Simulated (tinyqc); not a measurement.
Effective mass of the conduction band from tabulated energies: one step. Which mass for which use. Three cases, with inputs chosen for the exercise.

Problem. From the fitted m and alpha: momentum mass at energy E, m (1 + 2 alpha E); curvature mass m (1 + 2 alpha E)^3; thermal factors to first order in alpha kT: density of states Nc (1 + 15 alpha kT/4), conductivity mass m (1 + 5 alpha kT). Take E = 3 kT/2.

Constants: kB = 8.617333262e-05 eV/K.

Give: alpha kT; momentum mass; curvature mass; factor on Nc; thermal conductivity mass.

Case 1.

Values chosen (out of a larger set: band of an eight-band Kane model near InSb; not measured data): T = 300 K (temperature).

m = 0.0133026 m0
alpha = 3.77636 1/eV

Solution.

alpha kT = 0.0976
momentum mass = 0.01720 m0
curvature mass = 0.02875 m0
factor on Nc = 1.3661
thermal conductivity mass = 0.01980 m0

alpha kT is not small, so first order is only a guide.

Case 2.

Values chosen (out of a larger set: band of an eight-band Kane model near CdTe; not measured data): T = 300 K (temperature).

m = 0.0967966 m0
alpha = 0.66476 1/eV

Solution.

alpha kT = 0.0172
momentum mass = 0.10179 m0
curvature mass = 0.11255 m0
factor on Nc = 1.0644
thermal conductivity mass = 0.10511 m0

alpha kT is small, so first order serves.

Case 3.

Values chosen (out of a larger set: band of an eight-band Kane model near GaAs; not measured data): T = 300 K (temperature).

m = 0.0670029 m0
alpha = 0.58713 1/eV

Solution.

alpha kT = 0.0152
momentum mass = 0.07005 m0
curvature mass = 0.07658 m0
factor on Nc = 1.0569
thermal conductivity mass = 0.07209 m0

alpha kT is small, so first order serves.

Computed by tinyqc, one run a case: `OMP_NUM_THREADS=1 python tinyqc.py N N+1 out.jsonl` with N = 1880633, 1881066, 1881095; one thread of a shared Intel(R) Xeon(R) Processor @ 2.30GHz, about 0.01 s a run at most.
